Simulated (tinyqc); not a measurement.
# Resistive memory cell, filament-gap model with Joule heating, step by step

Computed by the program tinyqc: `OMP_NUM_THREADS=1 python tinyqc.py 2880146 2880147 out.jsonl`, one thread of a shared Intel Xeon 2.30GHz, about 0.1 s for the whole run. Printed values are rounded.

A tunnelling gap g separates the tip of a filament from the electrode. I = I0 exp(-g/g0) sinh(Vd/V0), with Vd = V - I Rs on the device; T = T0 + Rth Vd I at once; the gap closes as dg/dt = -nu exp(-q Ea/(kB T)) sinh(al q Vd/(kB T)). All constants are fitting values of a compact model.

Parameters, values chosen for the exercise: ambient temperature T0 = 358 K; current scale I0 = 0.42 mA; tunnelling length g0 = 0.32 nm; voltage scale V0 = 0.32 V; attempt velocity nu = 1 m/s; activation energy Ea = 1.13 eV; barrier lowering per volt on the device al = 0.43; thermal resistance Rth = 3.1e5 K/W; series resistance Rs = 500 ohm; pulse voltage V = 1.9 V.

Constants: q = 1.602176634e-19 C, kB = 1.380649e-23 J/K. Results are converted to the units shown.

## Iteration 1: voltage on the device

Vd at the start = 1.9 V
g = 1 nm

I = I0 exp(-g/g0) sinh(Vd/V0); f = Vd + Rs I - V, f' = 1 + Rs (I0/V0) exp(-g/g0) cosh(Vd/V0), Vd(new) = Vd - f/f'.

I = 3496.79 uA
f' = 6.46381
Vd after iteration 1 = 1.62951 V

## Iteration 2: voltage on the device

As before.

I = 1501.60 uA
f' = 3.34643
Vd after iteration 2 = 1.48598 V

## Course of the iteration: voltage on the device

Stop when Vd changes by less than 1e-10 V, or after 30 iterations.

Course of the iteration:
```
iteration   Vd (V)  |change| (V)
1          1.62951         0.270
2          1.48598         0.144
3          1.45981        0.0262
4          1.45915       6.56e-4
5          1.45915       3.90e-7
6          1.45915      1.37e-13
```

Converged in 6 iterations. At the end the number of correct digits about doubles with each step.

## Current, temperature and closing rate

Vd = 1.45915 V

I, T and dg/dt as above.

I = 881.696 uA
T = 756.824 K
lowered barrier Ea - al Vd = 0.502565 eV
-dg/dt = 2.25078e-4 nm/ns

Without heating the rate would be 4.21e-8 nm/ns, so heating by 399 K multiplies it by 5350.
